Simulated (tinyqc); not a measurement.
# Undoped symmetric double-gate MOSFET, analytic potential model, step by step

Program tinyqc, `OMP_NUM_THREADS=1 python tinyqc.py 2440114 2440115 out.jsonl`; Intel Xeon 2.30GHz, shared host, one thread, about 0.02 s. Printed values are rounded.

An undoped body of thickness ts between two equal insulators and tied gates; long channel, electrons only, n = ni exp((psi - V)/Vt) with V the quasi-Fermi potential (0 at the source, Vd at the drain), constant mobility, no quantisation. Across the body psi(x) = V - 2 Vt ln[(ts/(2 beta)) sqrt(q ni/(2 eps0 eps_r Vt)) cos(2 beta x/ts)], x from the centre. Q is the electron charge per area of the whole body.

Parameters, values chosen for the exercise; material values those of a made-up semiconductor:
```
symbol,value,unit,meaning
T,300,K,temperature
Eg,1.21,eV,band gap
eps_r,13.3,,relative permittivity of the semiconductor
Nc,2.75e19,cm^-3,conduction-band density of states at T
Nv,2.39e19,cm^-3,valence-band density of states at T
eox,24.2,,relative permittivity of the gate insulator
tox,8.6,nm,insulator thickness
ts,12,nm,body thickness
dphi,0.13,V,gate work function less that of the intrinsic body
Vg,1.58,V,gate voltage
```

Constants: q = 1.602176634e-19 C, kB = 1.380649e-23 J/K, Vt = kB T/q, eps0 = 8.8541878128e-14 F/cm where lengths are in cm. Results are converted to the units shown.

Range of the model: The surface density at the source passes 0.3 Nc, where Boltzmann statistics fail. mu V/L, with V the smaller of Vd and Vg - V0, passes 3e6 cm/s, so velocity saturation, left out here, would lower the current.

## Constants of the body

ni = sqrt(Nc Nv) exp(-Eg/(2 Vt)), Eg in volts; r = eps_r tox/(eox ts); V0 = dphi + 2 Vt ln[(2/ts) sqrt(2 eps0 eps_r Vt/(q ni))].

ni = 1.75919e9 cm^-3
r = 0.393871
V0 = 0.652535 V

## Iteration 1: beta at the source by Newton steps

beta at the start = 1

With V = 0: f = ln(beta) - ln(cos beta) + 2 r beta tan(beta) - (Vg - V0)/(2 Vt); f' = 1/beta + tan(beta) + 2 r [tan(beta) + beta/cos^2(beta)]; beta(new) = beta - f/f'.

f = -16.0955
f' = 6.48266
beta after iteration 1 = 3.48286

## Course of the iteration: beta at the source by Newton steps

Stop when beta changes by less than 1e-11, or after 40 iterations. beta must stay between 0 and pi/2.

Course of the iteration:
```
iteration     beta  |change|
1          3.48286      2.48
```

Stopped after 1 iteration(s) without a result. The last step lands on beta = 3.483, outside the interval from 0 to pi/2 on which the model is defined: f is much steeper near pi/2 than its tangent at the point before. A rerun with the start beta = 1.5 converges in 5 iterations.
